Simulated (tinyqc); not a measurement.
A short-path metal as competitor: size effects in the resistivity of thin metal films and interconnect lines. Computed by tinyqc, a small Python program. Command: `OMP_NUM_THREADS=1 python tinyqc.py 3019361 3019362 out.jsonl size walk`. One thread of a shared host (Intel(R) Xeon(R) Processor @ 2.30GHz), about 0.01 s of CPU time with the checks.

Electrons lose their drift at surfaces (a share 1 - p of the hits) and at grain boundaries (reflection R), besides bulk scattering. The line sits in a trench with a non-conducting liner on both walls and the bottom; the spacing equals the drawn width.

Inputs (values chosen for the exercise, modelled on iridium):

| quantity | value | unit |
|---|---|---|
| bulk resistivity rho_b | 5.01 | microohm cm |
| bulk mean free path lambda | 7.49 | nm |
| specularity p | 0 | - |
| grain-boundary reflection R | 0.55 | - |
| grain size over metal width | 2.2 | - |
| aspect ratio (height over width) | 2.1 | - |
| liner thickness t | 1.4 | nm |
| competitor: rho_b relative to this metal | 4.6 | - |
| competitor: lambda relative to this metal | 0.14 | - |
| competitor: liner relative to t | 0 | - |

Geometry: line.

Method:
- Fuchs-Sondheimer film: rho_b/rho = 1 - (3/(2 kappa))(1 - p) int_0^1 (s - s^3)(1 - exp(-kappa/s))/(1 - p exp(-kappa/s)) ds, f = rho/rho_b, kappa = thickness/lambda, 80 Gauss-Legendre points.
- Line: the excess of a film of thickness w_m and of a film of thickness h_m are added, rho/rho_b = 1 + (f(w_m) - 1) + (f(h_m) - 1), an estimate that holds best when both sides exceed lambda.
- Mayadas-Shatzkes: alpha = (lambda/D) R/(1 - R); rho_b/rho = 1 - 3 alpha/2 + 3 alpha^2 - 3 alpha^3 ln(1 + 1/alpha).
- w_m = w - 2t, h_m = (aspect ratio) w - t, D = (ratio) w_m; rho = rho_b [1 + surface excess + grain excess].
- Effective resistivity rho (aspect ratio) w^2/(w_m h_m) for the metal with its liner, for the same metal without liner, and for a competitor with its own rho_b, lambda and liner, and for that competitor with the liner t; p, R, aspect and grain ratios are the same.

Effective resistivity (microohm cm):

| w (nm) | this metal | without liner | competitor | competitor, liner t |
|---|---|---|---|---|
| 200 | 5.366 | 5.270 | 23.214 | 23.624 |
| 100 | 5.742 | 5.531 | 23.381 | 24.225 |
| 50 | 6.562 | 6.056 | 23.716 | 25.501 |
| 30 | 7.818 | 6.766 | 24.163 | 27.372 |
| 20 | 9.700 | 7.669 | 24.722 | 30.032 |
| 14 | 12.747 | 8.844 | 25.441 | 34.097 |
| 10 | 18.285 | 10.420 | 26.404 | 41.037 |
| 7 | 31.730 | 12.776 | 27.856 | 56.643 |
| 5 | 71.547 | 15.879 | 29.809 | 98.632 |

What follows from these numbers?

The competitor wins below a width between 10.0 and 7.00 nm. In narrow lines rho scales as rho_b lambda/w, and the product rho_b lambda of the competitor is 0.64 times this metal's. At the narrowest width the liner costs this metal a factor 4.51. With the same liner the competitor wins nowhere in the table; at the narrowest width the thinner liner lowers it from 98.6 to 29.8. Rows with w - 2t below lambda stretch the additive estimate. Metal widths below about 5 nm are outside this semiclassical model.

Extremes, crossings and ranges named in words are read from the listed rows.
